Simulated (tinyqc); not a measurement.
Two-band massive Dirac model of the K valleys: one step. Curvature, orbital moment and circular dichroism. Three cases, with inputs chosen for the exercise.

Task: Omega_c from the formula; orbital moment of both bands m = -tau (a t)^2 G/(c (G^2 + 4 a^2 t^2 k^2)) in Bohr magnetons (charge -e), c = hbar^2/2m0; interband strengths |P+/-|^2 proportional to (1 +/- tau cos(theta))^2 for P+/- = Px +/- i Py, and eta = (|P+|^2 - |P-|^2)/(|P+|^2 + |P-|^2) = 2 tau cos(theta)/(1 + cos^2(theta)).

Basis (conduction, valence): H = [[D/2, a t (tau kx - i ky)], [a t (tau kx + i ky), -D/2 + lam tau sz]], valley tau = +/-1, spin sz = +/-1. The gap of a spin and valley is G = D - lam tau sz. Berry curvature Omega = curl of i<u|grad u>; for the conduction band Omega_c = -tau 2 a^2 t^2 G/(G^2 + 4 a^2 t^2 k^2)^(3/2), and Omega_v = -Omega_c.

Constants: hbar^2/2m0 = 3.80998211 eV angstrom^2.

Give: Omega_c; orbital moment; eta.

Case 1.

Values chosen (near those used for monolayer MoS2; shifted at random, so the results belong to these values and not to a real crystal): a = 3.196 angstrom (lattice constant); D = 1.69 eV (gap parameter); t = 1.13 eV (effective hopping); lam = 0.083 eV (half the valence spin splitting); tau = -1 (valley); sz = -1 (spin); k = (0.038, 0.05) 1/angstrom (wave vector from the valley).

cos(theta) = G/(E+ - E-) = 0.962394

Result:

Omega_c = 9.004 angstrom^2
orbital moment = 1.973 muB
eta = -0.9993

All three change sign with the valley. The selection rule, exact at k = 0, still holds to 99.9 % here.

Case 2.

Values chosen (near those used for monolayer MoSe2; shifted at random, so the results belong to these values and not to a real crystal): a = 3.316 angstrom (lattice constant); D = 1.41 eV (gap parameter); t = 1 eV (effective hopping); lam = 0.086 eV (half the valence spin splitting); tau = 1 (valley); sz = 1 (spin); k = (-0.015, 0.086) 1/angstrom (wave vector from the valley).

cos(theta) = G/(E+ - E-) = 0.916230

Result:

Omega_c = -9.649 angstrom^2
orbital moment = -1.830 muB
eta = 0.9962

All three change sign with the valley. The selection rule, exact at k = 0, still holds to 99.6 % here.

Case 3.

Values chosen (near those used for monolayer WSe2; shifted at random, so the results belong to these values and not to a real crystal): a = 3.313 angstrom (lattice constant); D = 1.57 eV (gap parameter); t = 1.26 eV (effective hopping); lam = 0.242 eV (half the valence spin splitting); tau = 1 (valley); sz = -1 (spin); k = (0.097, 0.094) 1/angstrom (wave vector from the valley).

cos(theta) = G/(E+ - E-) = 0.849007

Result:

Omega_c = -6.496 angstrom^2
orbital moment = -1.819 muB
eta = 0.9868

All three change sign with the valley. The selection rule, exact at k = 0, still holds to 98.7 % here.

Computed by tinyqc, one run a case: `OMP_NUM_THREADS=1 python tinyqc.py N N+1 out.jsonl` with N = 1452175, 1452489, 1452535; one thread of a shared Intel(R) Xeon(R) Processor @ 2.30GHz, about 0.01 s a run at most.
